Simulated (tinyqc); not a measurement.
Length of a polyene: Hueckel, PPP and singles CI along the polyenes. Computed by the program tinyqc. 

All-trans chains of carbon centres 1.40 angstrom apart:
```
parameter                               value
beta (eV), times 1 +/- alternation  -2.530000
alternation                          0.080000
W (eV)                              11.160000
gamma_rr (eV)                       10.930000
repulsion formula                        Ohno
```

Hueckel uses the same beta without repulsion; CIS keeps all single excitations and so misses the low, doubly excited 2Ag state. W is the valence ionisation energy of a centre, MN the Mataga-Nishimoto formula, f the oscillator strength.

Gaps and excitations (eV):
```
centres  Hueckel gap  PPP orbital gap  bright singlet (CIS)      f  lowest triplet (CIS)
2              5.465           12.955                 7.185  0.616                 3.745
4              3.612           10.317                 5.621  1.130                 2.697
6              2.766            8.995                 4.725  1.573                 2.200
8              2.288            8.215                 4.158  1.967                 1.934
10             1.983            7.712                 3.774  2.327                 1.776
12             1.772            7.365                 3.501  2.662                 1.675
```

The Hueckel gap tends to 4 x alternation x |beta| = 0.81 eV for long chains. Exchange opens the PPP orbital gap, and the attraction of electron and hole brings the bright state 3.86 eV below it at 12 centres; the triplet lies 1.83 eV lower still.
